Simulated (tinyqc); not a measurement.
FinFET, parasitic resistance, capacitance and delay: course of the iteration: fin currents at Vgs = Vdd, Vds = Vdd/2.

Nf fins under one contact; each has gated perimeter p = 2 Hf + Wf and cross-section A = Hf Wf; contact width Wc = Nf pf, stack height Hs = Hf. Contact length Lc = CPP - Lg - 2 Lsp, shared by two neighbouring gates. Source and drain sides are equal. The formulas are first-order estimates, not field solutions.

One fin: I = p Q vx u/(1 + |u|^1.8)^(1/1.8), Q = Cinv n Vt ln(1 + exp((Vg' - VT + dl Vd')/(n Vt))), u = Vd' mu/(vx Lg), Vg' = Vgs - v, Vd' = Vds - 2 v, with the drop on each side v = Rc (sum of I) + Rx I. I(new) = I(out).

Stop when the largest change of I is below 1e-6 uA, or after 20 iterations.

Parameters, values chosen for the exercise; values close to those of silicon logic devices:
- T = 300 K (temperature)
- Hf = 50 nm (fin height)
- Wf = 7 nm (fin width)
- Lg = 18 nm (gate length)
- Cinv = 3.2 uF/cm^2 (inversion capacitance)
- vx = 1.1e7 cm/s (injection velocity)
- mu = 120 cm^2/(V s) (apparent mobility)
- VT = 0.21 V (threshold at zero drain voltage)
- dl = 0.074 V/V (barrier lowering)
- n = 1.11 (subthreshold factor)
- Vdd = 0.7 V (supply voltage)

Constants: q = 1.602176634e-19 C, kB = 1.380649e-23 J/K, Vt = kB T/q. Results are converted to the units shown.

I at the start (uA): fin 1 0, fin 2 0, fin 3 0, fin 4 0
Rc = 132.524 ohm
Rx = 251.429 ohm

Course of the iteration:
```
iteration	total I (uA)	largest |change| of one entry (uA)
1	684.090	171
2	237.714	112
3	566.915	82.3
4	346.738	55.0
5	504.268	39.4
6	397.012	26.8
7	472.555	18.9
8	420.614	13.0
9	456.923	9.08
...	...	...
12	437.205	3.03
13	445.622	2.10
14	439.785	1.46
15	443.840	1.01
16	441.026	0.703
17	442.980	0.489
18	441.624	0.339
19	442.566	0.235
20	441.912	0.163
```

Did this iteration meet its convergence test, and what does its course show?

No. Not converged within 20 iterations. The total swings about the solution and each change is still 0.69 times the one before. The largest eigenvalue of dI(out)/dI at the solution has size 0.694, the factor by which the error shrinks a step. A rerun with the update damped to 0.5 converges in 12 iterations.

Numbers from tinyqc (`OMP_NUM_THREADS=1 python tinyqc.py 2170124 2170125 out.jsonl`; about 0.05 s on one thread of a shared Intel Xeon 2.30GHz).
